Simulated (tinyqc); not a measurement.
Rectangular fin or nanosheet with a gate all round, subbands and threshold shift from confinement: one step of the calculation.

Undoped body with a flat potential across it, hard walls, transport along x. One isotropic valley (g = 1, mx = my = mz = me). Non-parabolicity enters the subband edges through E (1 + al E) = gamma, so E = 2 gamma/(1 + sqrt(1 + 4 al gamma)); motion within a subband is taken as parabolic with the band-edge mass. Energies are counted from the bulk band edge.

Question. Threshold shift. Each subband has N_k = g sqrt(2 mx m0 kB T/(pi hbar^2)); without degeneracy n = exp(EF/Vt) sum N_k exp(-E_k/Vt). Classical value Nc times t H, Nc = sum over valleys of 2 g (m m0 kB T/(2 pi hbar^2))^1.5 with m = (mx my mz)^(1/3). Threshold shift dVT = Vt ln(classical value/sum N_k exp(-E_k/Vt)). Use the subbands listed.

Values chosen for this exercise; masses close to those of GaN:

| symbol | value | unit | meaning |
|---|---|---|---|
| T | 300 | K | temperature |
| me | 0.202 | m0 | mass at the band edge |
| t | 7.2 | nm | width (along y) |
| H | 10.8 | nm | height (along z) |

Constants: q = 1.602176634e-19 C, kB = 1.380649e-23 J/K, hbar = 1.054571817e-34 J s, m0 = 9.1093837015e-31 kg, Vt = kB T/q. Results are converted to the units shown.

```
subband     E_k (eV)  N_k (cm^-1)
1,1      0.051315917  2.0887495e6
1,2      0.097741691  2.0887495e6
2,1       0.15457879  2.0887495e6
1,3       0.17324345  2.0887495e6
2,2       0.19914715  2.0887495e6
```

Wanted: shares; sum N_k exp(-E_k/Vt); Nc; classical value; dVT.

Answer.

shares, subband 1,1 to 2,2 (%): 83.57  13.87  1.54  0.75  0.27
sum N_k exp(-E_k/Vt) = 3.434e5 cm^-1
Nc = 2.278e18 cm^-3
classical value = 1.772e6 cm^-1
dVT = 42.42 mV

tinyqc, about 0.09 s, one thread, Intel Xeon 2.30GHz (shared host): `OMP_NUM_THREADS=1 python tinyqc.py 2350027 2350028 out.jsonl`
